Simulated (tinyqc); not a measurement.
Trench capacitor in an array: capacitance, non-linearity, leakage and relaxation: one step of the calculation.

A film between two metal electrodes, each interface adding a series capacitance ci. The small-signal permittivity is ek (1 + aq E^2); the field is found with the linear permittivity. Leakage J = J0 sinh(E/Ef). After a voltage step the film passes a relaxation current kr C V tt^(-nr), tt being the time in seconds. The sidewall is a coaxial capacitor with radii a = dm/2 - t and b = dm/2, depth AR dm; the end face is left out.

Question. Cell capacitance, fields and time constant. Per length 1/c = ln(b/a)/(2 pi eps0 ek) + (1/a + 1/b)/(2 pi ci); cell capacitance c AR dm; per footprint over pt^2; fields c V/(2 pi eps0 ek r) at r = a and b; resistance of the inner electrode rho AR dm/(pi a^2); time constant R C/3 of the distributed line.

Values chosen for this exercise; permittivity of the order of that of silicon nitride:
- ek = 7.44 (relative permittivity of the film)
- t = 22 nm (film thickness)
- ci = 210 uF/cm^2 (capacitance of each electrode interface (dead layer and screening))
- V = 0.8 V (bias)
- dm = 200 nm (diameter of the hole)
- AR = 50 (aspect ratio, depth over diameter)
- pt = 320 nm (pitch of the square array)
- rho = 990 uohm cm (resistivity of the inner electrode)

Constants: eps0 = 8.8541878128e-14 F/cm where lengths are in cm. Results are converted to the units shown.

Give: a; b; cell capacitance; capacitance per footprint; field at a; field at b; R; R C/3.

Answer.

a = 78.00 nm
b = 100.0 nm
cell capacitance = 16.61 fF
capacitance per footprint = 16.22 uF/cm^2
field at a = 0.4116 MV/cm
field at b = 0.3211 MV/cm
R = 5.180 kohm
R C/3 = 28.68 ps

The array gives 54.3 times the planar capacitance per footprint; curvature makes the field at the inner electrode 1.14 times the planar value.

tinyqc, about 0.01 s, one thread, Intel Xeon 2.30GHz (shared host): `OMP_NUM_THREADS=1 python tinyqc.py 2102114 2102115 out.jsonl`
